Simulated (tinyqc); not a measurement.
Eight-band Kane k.p model: one step. Derived values. Three cases, with inputs chosen for the exercise.

Task: P = sqrt(Ep c); A = 1/me - Ep (Eg + 2 Dso/3)/(Eg (Eg + Dso)) keeps the electron mass; g1' = g1 - Ep/(3 Eg), g2' = g2 - Ep/(6 Eg), g3' = g3 - Ep/(6 Eg) remove the coupling to S that the Luttinger values already hold; L = -c (g1' + 4 g2'), M = -c (g1' - 2 g2'), N = -6 c g3'. c = hbar^2/2m0.

Constants: hbar^2/2m0 = 3.80998211 eV angstrom^2.

Give: P; A; g1', g2', g3'; L, M, N.

Case 1.

Values chosen (near those of InSb; shifted at random, so the results belong to these values and not to a real crystal): Eg = 0.241 eV (gap at Gamma to the s-like level); Dso = 0.825 eV (spin-orbit splitting); Ep = 24 eV (Kane energy); me = 0.0138 m0 (electron mass at Gamma); g1 = 35.04 (Luttinger gamma1); g2 = 15.53 (gamma2); g3 = 16.57 (gamma3).

Result:

P = 9.5624 eV angstrom
A = -1.4310

g1', g2', g3': 1.8450  -1.0675  -0.0275

L, M, N (eV angstrom^2): 9.2394  -15.1637  0.6289

The coupling to the valence bands supplies 73.89, against 1/me = 72.46; A makes up the difference. The diagonal terms in A and L bend towards the gap, so the set should be tested for spurious states at large k.

Case 2.

Values chosen (near those of GaP; shifted at random, so the results belong to these values and not to a real crystal): Eg = 2.817 eV (gap at Gamma to the s-like level); Dso = 0.079 eV (spin-orbit splitting); Ep = 31.2 eV (Kane energy); me = 0.1284 m0 (electron mass at Gamma); g1 = 4.02 (Luttinger gamma1); g2 = 0.49 (gamma2); g3 = 1.24 (gamma3).

Result:

P = 10.9028 eV angstrom
A = -3.1867

g1', g2', g3': 0.3281  -1.3559  -0.6059

L, M, N (eV angstrom^2): 19.4142  -11.5823  13.8516

The coupling to the valence bands supplies 10.97, against 1/me = 7.79; A makes up the difference. The diagonal terms in A and L bend towards the gap, so the set should be tested for spurious states at large k.

Case 3.

Values chosen (near those of AlAs; shifted at random, so the results belong to these values and not to a real crystal): Eg = 3.134 eV (gap at Gamma to the s-like level); Dso = 0.288 eV (spin-orbit splitting); Ep = 20.7 eV (Kane energy); me = 0.1413 m0 (electron mass at Gamma); g1 = 3.76 (Luttinger gamma1); g2 = 0.81 (gamma2); g3 = 1.43 (gamma3).

Result:

P = 8.8807 eV angstrom
A = 0.6575

g1', g2', g3': 1.5583  -0.2908  0.3292

L, M, N (eV angstrom^2): -1.5050  -8.1534  -7.5248

The coupling to the valence bands supplies 6.42, against 1/me = 7.08; A makes up the difference. A > 0 and L, M < 0: every diagonal term bends away from the gap.

Computed by tinyqc, one run a case: `OMP_NUM_THREADS=1 python tinyqc.py N N+1 out.jsonl` with N = 1080282, 1080448, 1080479; one thread of a shared Intel(R) Xeon(R) Processor @ 2.30GHz, about 0.1 s a run at most.
